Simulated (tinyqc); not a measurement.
Inside a calculation. Method: plane-wave Kohn-Sham cycle with exchange-only LDA in a layered model solid. One step of it, computed by the program tinyqc.

Task: Iteration 1: potential. V_H(G) = 4 pi rho(G)/G^2 for G != 0 (uniform background); v_x = -(3 rho/pi)^(1/3); V = V_ext + V_H + v_x; Fourier components f(G_m) = (1/N) sum_j f(x_j) exp(-i G_m x_j).

A solid whose potential varies along x alone (atomic units):
```
parameter                      value
period a                   12.100000
cross-section of the cell  10.000000
electrons per cell                 2
grid points                       16
plane waves -n..n, n               2
k points                           3
V1 in V1 cos(2 pi x/a)     -0.510000
```

density at the start, on the grid x_j = j a/N (e/bohr^3): [0.01652893, 0.01652893, 0.01652893, 0.01652893, 0.01652893, 0.01652893, 0.01652893, 0.01652893, 0.01652893, 0.01652893, 0.01652893, 0.01652893, 0.01652893, 0.01652893, 0.01652893, 0.01652893]

Give: Potentials on the grid; V(G_m), m = 0, 1, 2, ....

Result:

Potentials on the grid (hartree):
```
x        V_ext    V_H     v_x       V
0.000   -0.510  0.000  -0.251  -0.761
0.756   -0.471  0.000  -0.251  -0.722
1.512   -0.361  0.000  -0.251  -0.611
2.269   -0.195  0.000  -0.251  -0.446
3.025        0  0.000  -0.251  -0.251
3.781    0.195  0.000  -0.251  -0.056
4.537    0.361  0.000  -0.251   0.110
5.294    0.471  0.000  -0.251   0.220
6.050    0.510  0.000  -0.251   0.259
6.806    0.471  0.000  -0.251   0.220
7.562    0.361  0.000  -0.251   0.110
8.319    0.195  0.000  -0.251  -0.056
9.075        0  0.000  -0.251  -0.251
9.831   -0.195  0.000  -0.251  -0.446
10.588  -0.361  0.000  -0.251  -0.611
11.344  -0.471  0.000  -0.251  -0.722
```

V(G_m), m = 0, 1, 2, ... (hartree): [-0.251, -0.255, 0.000, 0.000, 0.000]
